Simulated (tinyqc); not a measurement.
# Thermoelectric coefficients of one resonant level, Landauer integrals: effects of single changes

Transmission X(x) = (g/2)^2/[(x - y)^2 + (g/2)^2] with x = (E - EF)/kB T, two spin channels. I_k = int X x^k w dx over all x, w = 1/(4 cosh^2(x/2)).

Inputs (values chosen for the exercise): temperature T = 77 K; full width of the level over kB T g = 1.6; level position (E0 - EF)/kB T y = -2; phonon heat conductance in units of pi^2 kB^2 T/(3 h) kp = 0.15.

Constants: q = 1.602176634e-19 C, kB = 1.380649e-23 J/K, h = 6.62607015e-34 J s. Results are converted to the units shown.

Each table varies one quantity; the others keep the values above.

## Effect of the level position

G = (2 q^2/h) I_0, S = -(kB/q) I_1/I_0, L/L0 = [I_2/I_0 - (I_1/I_0)^2]/(pi^2/3), K_e = (2 kB^2 T/h)(I_2 - I_1^2/I_0), ZT = G S^2 T/(K_e + K_ph), K_ph = kp pi^2 kB^2 T/(3 h).

Effect of the level position:
```
y    G (uS)  S (uV/K)    L/L0       ZT  ZT without phonons
0.5   32.14    -28.74  0.2660  0.07568              0.1271
1.2   27.15    -67.79  0.3087   0.3598              0.6092
1.9   20.51    -103.8  0.3936   0.6516               1.121
2.7   13.58    -138.8  0.5547   0.8032               1.423
3.4   9.096    -162.0  0.7600   0.7677               1.413
4.1   6.038    -176.4   1.021   0.6424               1.248
4.8   4.057    -181.4   1.312   0.4905               1.026
5.6   2.660    -176.0   1.626   0.3328              0.7800
6.3   1.907    -163.8   1.829   0.2253              0.6007
7     1.418    -147.5   1.933   0.1476              0.4605
```

What does the table show?

G falls from 32.1 to 1.42 uS; |S| goes from 28.7 through a maximum of 181 (at y = 4.8 among the rows listed) to 147 uV/K: far from the level its Lorentzian tail at EF carries the current, and S falls back towards the Mott value. L/L0 rises from 0.266 to 1.93, and ZT goes from 0.0757 through a maximum of 0.803 (at y = 2.7 among the rows listed) to 0.148.

## Effect of the level width

Same model as above.

Effect of the level width:
```
g      G (uS)  S (uV/K)     L/L0        ZT  ZT without phonons
0.042  0.5371     169.9  0.01896    0.1090               62.33
0.1     1.280     166.6  0.04390    0.2480               25.89
0.25    3.204     158.7   0.1025    0.5379               10.06
0.6     7.660     142.5   0.2128    0.8552               3.904
1.4     17.31     114.3   0.3795    0.7472               1.408
3.5     37.13     71.18   0.5927    0.2768              0.3499
8.4     59.70     31.57   0.7859   0.04619             0.05191
20      72.66     9.144   0.9251  0.003405            0.003699
```

ZT without phonons falls from 62.3 to 0.00370, while ZT with phonons goes from 0.109 through a maximum of 0.855 (at g = 0.6 among the rows listed) to 0.00341; L/L0 rises from 0.0190 to 0.925. A narrow level filters energy well but conducts little, so a fixed phonon conductance sets a best width.

Computed by the program tinyqc: `OMP_NUM_THREADS=1 python tinyqc.py 2800035 2800036 out.jsonl`, one thread of a shared Intel Xeon 2.30GHz, about 0.02 s for the whole run.
